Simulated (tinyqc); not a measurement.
Deep-level transient spectroscopy (DLTS) of one majority-carrier trap: one step, computed by the program tinyqc.

A filling pulse loads the traps in a one-sided junction; under reverse bias they empty at the rate e, and the capacitance relaxes as C(t) = C_0 - dC exp(-e t). The signal is S = [C(t_2) - C(t_1)]/dC.

Problem. Rate window and signal. S(e) = exp(-e t_1) - exp(-e t_2) peaks at the rate window e_0 = ln(t_2/t_1)/(t_2 - t_1).

Inputs (values chosen for the exercise, for a model semiconductor): gate time t_1 = 0.0001 s; ratio t_2/t_1 = 2; temperature T = 71 K.

Carriers: holes. Extra term: capture barrier.

emission rate e = 1.907189e-16 1/s

Give: rate window e_0; peak height S_max; signal at T.

Solution.

rate window e_0 = 6931.5 1/s

peak height S_max = 0.25

signal at T = 0

At this T the trap empties slower than the window, by a factor 3.63e19: the point lies on the low-temperature side of the peak.
